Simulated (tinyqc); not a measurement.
From results back to parameters: exchange-split free-electron bands and tunnelling magnetoresistance. Two cases, with inputs chosen for the exercise.

Problem. The electron density n_up + n_dn and the polarisation of the density of states, P = (k_up - k_dn)/(k_up + k_dn), are given; EF and Dx are hidden.

Majority and minority bands E = c k^2/m -/+ Dx/2, c = hbar^2/2m0, so k_up = sqrt(m (EF + Dx/2)/c), k_dn = sqrt(m (EF - Dx/2)/c); n_s = k_s^3/(6 pi^2), D_s = m k_s/(4 pi^2 c).

Constants: hbar^2/2m0 = 3.80998211 eV angstrom^2.

Case 1.

Values chosen: m = 0.85 m0 (mass in the electrodes).
n = 0.0158114 1/angstrom^3
P = 0.291730

Case 2.

Values chosen: m = 1.02 m0 (mass in the electrodes).
n = 0.0541196 1/angstrom^3
P = 0.147875

Find: k_up, k_dn; EF; Dx.

Solution. k_dn/k_up = (1 - P)/(1 + P); n then fixes k_up; EF is the mean and Dx the difference of the two kinetic energies.

Case 1.

k_up, k_dn (1/angstrom): 0.9298  0.5098

EF = 2.52 eV
Dx = 2.71 eV

Case 2.

k_up, k_dn (1/angstrom): 1.3151  0.9763

EF = 5.01 eV
Dx = 2.90 eV

Computed by tinyqc, one run a case: `OMP_NUM_THREADS=1 python tinyqc.py N N+1 out.jsonl` with N = 1650598, 1650599; one thread of a shared Intel(R) Xeon(R) Processor @ 2.30GHz, about 0.01 s a run at most.
